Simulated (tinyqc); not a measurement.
# Energy and pressure along a compression

Model: pair-potential crystal by lattice sums. Computed by tinyqc, a small Python program. Command: `OMP_NUM_THREADS=1 python tinyqc.py 3002893 3002894 out.jsonl pairsum sweep`. One thread of a shared host (Intel(R) Xeon(R) Processor @ 2.30GHz), about 0.02 s of CPU time with the checks.

Energy per atom E = (1/2) sum over neighbours of phi(r); d is the nearest-neighbour distance.

Inputs (values chosen for the exercise, for model atoms):

| quantity | value | unit |
|---|---|---|
| well depth eps | 0.124 | eV |
| pair minimum r0 | 3.61 | angstrom |
| cut-off r_c/r0 | 1.68 | - |
| stiffness alpha r0 | 5.7 | - |

Potential: Morse. Structure: fcc.

Constants: 1 eV/angstrom^3 = 160.2176634 GPa.

Method:
- phi0(r) = eps [exp(-2 alpha (r - r0)) - 2 exp(-alpha (r - r0))]; shifted-force cut-off: phi(r) = phi0(r) - phi0(r_c) - (r - r_c) phi0'(r_c) for r < r_c, zero beyond.
- Shells (distance in units of d, count): fcc 1.0000 (12), 1.4142 (6), 1.7321 (24), 2.0000 (12), 2.2361 (24), 2.4495 (8), 2.6458 (48), 2.8284 (6), 3.0000 (36), 3.1623 (24); hcp 1.0000 (12), 1.4142 (6), 1.6330 (2), 1.7321 (18), 1.9149 (12), 2.0000 (6), 2.2361 (12), 2.3805 (12), 2.4495 (6), 2.5166 (6), 2.5820 (12), 2.6458 (24), 2.7080 (6), 2.8868 (12), 3.0000 (12), 3.1091 (24), 3.1623 (12); bcc 1.0000 (8), 1.1547 (6), 1.6330 (12), 1.9149 (24), 2.0000 (8), 2.3094 (6), 2.5166 (24), 2.5820 (24), 2.8284 (24), 3.0000 (32); sc 1.0000 (6), 1.4142 (12), 1.7321 (8), 2.0000 (6), 2.2361 (24), 2.4495 (24), 2.8284 (12), 3.0000 (30), 3.1623 (24); diamond 1.0000 (4), 1.6330 (12), 1.9149 (12), 2.3094 (6), 2.5166 (12), 2.8284 (24), 3.0000 (16). Volumes per atom in d^3: fcc 0.70711, hcp 0.70711, bcc 0.76980, sc 1.00000, diamond 1.53960; hcp has the ideal c/a. Every shell inside the cut-off is summed.
- List each shell within the cut-off.
- E = (1/2) sum count x phi; P = -(1/(6 Omega)) sum count x r phi', Omega = 0.707107 d^3.

One run for each value:

| trial neighbour distance d/r0 | energy at the trial distance (eV/atom) | pressure at the trial distance (GPa) |
|---|---|---|
| 0.880 | 1.030e-03 | 30.82 |
| 0.907 | -3.150e-01 | 17.40 |
| 0.935 | -5.025e-01 | 8.74 |
| 0.963 | -5.950e-01 | 3.54 |
| 0.990 | -6.249e-01 | 0.44 |
| 1.020 | -6.128e-01 | -1.49 |
| 1.050 | -5.726e-01 | -2.39 |
| 1.070 | -5.371e-01 | -2.64 |
| 1.100 | -4.779e-01 | -2.70 |

Describe and explain the trends.

Over the rows, energy at the trial distance (eV/atom) goes from 0.00103 through a minimum among these rows, -0.625 at 0.990, to -0.478; pressure at the trial distance (GPa) falls from 30.8 to -2.70. The pressure changes sign between d/r0 = 0.990 and 1.02, where the energy has its minimum.

Extremes, crossings and ranges named in words are read from the listed rows.
